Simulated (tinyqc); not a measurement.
## Contact resistivity and sheet resistance from two contact lengths

Question. Rc = [sqrt(rc Rsh)/Wc] coth(Lc/(2 LT)), LT = sqrt(rc/Rsh), Wc = 42 nm; the second contact is twice as long as the first. Find LT, rc and Rsh.

Rc for Lc = 8 and 16 nm (ohm): 1017.48590  517.077932

Answer. With t = tanh(Lc/(2 LT)) for the shorter contact, the resistance of the longer over that of the shorter is (1 + t^2)/2. Then sqrt(rc Rsh) = Rc t Wc, and rc and Rsh follow by multiplying and dividing by LT.

LT = 31.1 nm
rc = 1.70e-9 ohm cm^2
Rsh = 176 ohm

tinyqc, about 0.02 s, one thread, Intel Xeon 2.30GHz (shared host): `OMP_NUM_THREADS=1 python tinyqc.py 2170020 2170021 out.jsonl`
